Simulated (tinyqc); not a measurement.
Changing the field angle psi from the easy axis: single-domain magnet: Stoner-Wohlfarth switching, Neel-Arrhenius retention, LLG dynamics and spin torque. Computed by tinyqc, a small Python program. Command: `OMP_NUM_THREADS=1 python tinyqc.py 3019265 3019266 out.jsonl macro sweep`. One thread of a shared host (Intel(R) Xeon(R) Processor @ 2.30GHz), about 0.02 s of CPU time with the checks.

The moment is uniform, with unit vector m; z is the easy axis. mu_0 = 1.25663706212e-6 T m/A, gamma = 1.76085963023e11 rad/(s T).

Inputs (values chosen for the exercise, for a model magnet):

| quantity | value | unit |
|---|---|---|
| saturation magnetisation M_s | 1170 | kA/m |
| diameter d | 25 | nm |
| thickness t | 2.1 | nm |
| interface anisotropy K_i | 2.62 | mJ/m^2 |
| bulk anisotropy K_u | 0 | kJ/m^3 |
| exchange stiffness A | 19 | pJ/m |
| temperature T | 77 | K |
| attempt frequency f0 | 1 | GHz |
| reversing field h = H/H_K | 0.098 | - |
| waiting time t_w | 1e-08 | s |

Shape: thin disc, easy axis normal to it.

Constants: k_B = 1.380649e-23 J/K.

Method:
- The disc is treated as an oblate spheroid with p = t/d: N_z = [1 - p arccos(p)/sqrt(1 - p^2)]/(1 - p^2); V = pi d^2 t/4; K_eff = K_u + K_i/t + K_shape, K_shape = -(mu_0 M_s^2/4)(3 N_z - 1); mu_0 H_K = 2 K_eff/M_s.
- Delta = K_eff V/(k_B T); tau = exp(Delta)/f0; probability of a flip within t_w: P = 1 - exp(-t_w/tau). Wall width parameter sqrt(A/K_eff); a two-domain state costs 4 sqrt(A K_eff) times the cross-section that the wall cuts (d t).
- Energy over K_eff V: e(theta) = sin^2(theta) + 2 h cos(theta - psi) for m at the angle theta from +z and a field that points at psi from -z (it pulls m away from +z towards negative theta); h_sw = (cos^(2/3) psi + sin^(2/3) psi)^(-3/2).
- The metastable minimum and the saddle are the two roots of e'(theta) = sin(2 theta) - 2 h sin(theta - psi) on either side of theta_c = -arctan(tan^(1/3) psi).

One run for each value:

| field angle psi from the easy axis (degrees) | switching field h_sw | barrier / (K_eff V) | minimum theta (degrees) | saddle theta (degrees) |
|---|---|---|---|---|
| 3 | 0.82265 | 0.80367 | -0.3257 | -84.355 |
| 14 | 0.62475 | 0.77229 | -1.5014 | -84.410 |
| 24 | 0.54956 | 0.75132 | -2.5094 | -84.649 |
| 34 | 0.51262 | 0.73816 | -3.4201 | -85.068 |
| 45 | 0.50000 | 0.73313 | -4.2709 | -85.729 |
| 56 | 0.51262 | 0.73816 | -4.9321 | -86.580 |
| 66 | 0.54956 | 0.75132 | -5.3512 | -87.491 |
| 76 | 0.62475 | 0.77229 | -5.5900 | -88.499 |
| 87 | 0.82265 | 0.80367 | -5.6455 | -89.674 |

Over the rows, switching field h_sw goes from 0.823 through a minimum among these rows, 0.500 at 45.0, to 0.823; barrier / (K_eff V) goes from 0.804 through a minimum among these rows, 0.733 at 45.0, to 0.804. h_sw and the barrier are symmetric about 45 degrees, where a given field does most: it both tilts the moment and favours the other well.

Caution (all rows): a flat cylinder has a smaller N_z than the spheroid of the same t/d, so K_eff of a real disc is larger.

Extremes, crossings and ranges named in words are read from the listed rows.
